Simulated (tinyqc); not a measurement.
# Mobility and threshold from two currents

Problem. In the linear region I = mu Cox (W/L) [(Vgs - VT) Vds - m Vds^2/2], Cox = eps0 eox/tox. Find mu and VT.

Parameters, values chosen for the exercise:
```
symbol,value,unit,meaning
eox,3.97,,relative permittivity of the gate insulator
tox,16,nm,insulator thickness
W,5,um,gate width
L,2,um,gate length
```

Constants: eps0 = 8.8541878128e-14 F/cm where lengths are in cm. Results are converted to the units shown.

I at Vgs = 3.41 and 3.91 V, Vds = 0.05 V (uA): 1.8968819  4.5057545
m = 1.5505491

Answer. The slope dI/dVgs is mu Cox (W/L) Vds; the line meets zero current at VT + m Vds/2.

mu = 190.0 cm^2/(V s)
VT = 3.008 V

Numbers from tinyqc (`OMP_NUM_THREADS=1 python tinyqc.py 2360107 2360108 out.jsonl`; about 0.06 s on one thread of a shared Intel Xeon 2.30GHz).
